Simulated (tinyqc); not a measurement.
What each form factor does: empirical-pseudopotential levels.

Empirical pseudopotential on the fcc lattice, atoms at +/- tau, tau = a (1,1,1)/8, no spin-orbit coupling. H(G,G') = c (2 pi/a)^2 |k + G|^2 delta + VS(q) cos(q.tau) + i VA(q) sin(q.tau), q = G - G', c = hbar^2/2m0; k and G in units of 2 pi/a; VS at |q|^2 = 3, 8, 11 and VA at 3, 4, 11, in rydberg, zero elsewhere. The basis is fixed: all 59 G with |G|^2 up to Gcut. Energies are counted from the fourth level at Gamma.

Constants: hbar^2/2m0 = 3.80998211 eV angstrom^2; Ry = 13.60569312 eV.

Values chosen for the exercise (near those of Si; shifted at random, so the results belong to these values and not to a real crystal):
- a = 5.422 angstrom (lattice constant)
- VS3 = -0.208 Ry
- VS8 = 0.038 Ry
- VS11 = 0.082 Ry
- VA3 = 0 Ry
- VA4 = 0 Ry
- VA11 = 0 Ry
- Gcut = 12 (2 pi/a)^2 (largest |G|^2 of the fixed basis)

Lowest empty singlet and triplet at Gamma and the valence width there (fixed basis); lowest empty level at X = (1,0,0) and L = (1/2,1/2,1/2) from the valence top, these levels and that top with all |k + G|^2 up to 21. Singlet and triplet count orbital degeneracy. VS3 is VS at |q|^2 = 3, and so on. The row for a keeps the form factors fixed, so it is no model of a real expansion, which changes them too.

One parameter was then changed.

Results before and after:

| case | singlet (eV) | triplet (eV) | X (eV) | L (eV) | width (eV) |
|---|---|---|---|---|---|
| base | 3.950 | 3.424 | 0.897 | 1.863 | 12.768 |
| changed | 3.800 | 3.508 | 0.439 | 1.904 | 12.758 |

Which of these changes was made? (a) VS3 = -0.218 Ry; (b) VA11 = 0.03 Ry; (c) VS8 = 0.028 Ry; (d) a = 5.476 angstrom; (e) VS11 = 0.072 Ry; (f) VA4 = 0.03 Ry; (g) VA3 = 0.03 Ry.

Answer: (f) VA4 = 0.03 Ry. Of the candidates, run in turn, only this one gives the changed row.

All candidates:

| case | singlet (eV) | triplet (eV) | X (eV) | L (eV) | width (eV) |
|---|---|---|---|---|---|
| base | 3.950 | 3.424 | 0.897 | 1.863 | 12.768 |
| a = 5.476 angstrom | 3.966 | 3.450 | 1.028 | 1.936 | 12.462 |
| VS3 = -0.218 Ry | 3.889 | 3.569 | 1.142 | 1.961 | 12.712 |
| VS8 = 0.028 Ry | 3.460 | 3.480 | 0.804 | 1.626 | 12.840 |
| VS11 = 0.072 Ry | 3.445 | 3.192 | 0.635 | 1.539 | 12.937 |
| VA3 = 0.03 Ry | 3.984 | 3.445 | 0.630 | 1.855 | 12.771 |
| VA4 = 0.03 Ry | 3.800 | 3.508 | 0.439 | 1.904 | 12.758 |
| VA11 = 0.03 Ry | 3.802 | 3.378 | 0.620 | 1.805 | 12.788 |

In a diamond crystal a small VA enters the levels at Gamma and L only in second order, by symmetry, but splits the degenerate pair at X in first order.

Run: tinyqc, `OMP_NUM_THREADS=1 python tinyqc.py 1080170 1080171 out.jsonl`; Intel(R) Xeon(R) Processor @ 2.30GHz, one thread, shared host; about 0.3 s of CPU time with all checks.
